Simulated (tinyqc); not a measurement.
Rapid thermal processing of a wafer: radiative balance, ramp and cooling, pattern effects, pyrometer error and spike budget: one step, computed by the program tinyqc.

The wafer is opaque and uniform through its thickness unless said otherwise; temperatures in formulas are in kelvin (C + 273.15). sigma = 5.670374419e-12 W/(cm^2 K^4).

Problem. Pyrometer error. Signal proportional to eps/(exp(c2/(lambda T)) - 1), c2 = h c/k_B. If the assumed emissivity is too high by the given error, the reading T' solves (1 + error)/(exp(c2/(lambda T')) - 1) = 1/(exp(c2/(lambda T)) - 1). Wien estimate: T' - T = -lambda T^2 ln(1 + error)/c2. Process rates go as exp(-E_a/(k_B T)).

Inputs (values chosen for the exercise, modelled on a hot silicon wafer):
```
quantity                              value        unit
process temperature                     731           C
pyrometer wavelength                    0.9  micrometre
error of the assumed emissivity          12           %
activation energy of the process E_a   3.66          eV
```

Constants: h = 6.62607015e-34 J s; c = 299792458 m/s; k_B = 1.380649e-23 J/K; k_B = 8.617333262e-05 eV/K.

Give: c2; c2/(lambda T); reading less true temperature; Wien estimate; rate at T over rate at T', less 1.

Solution.

c2 = 14388 micrometre K

c2/(lambda T) = 15.92

reading less true temperature = -7.098 K

Wien estimate = -7.148 K

rate at T over rate at T', less 1 = 35.13 %
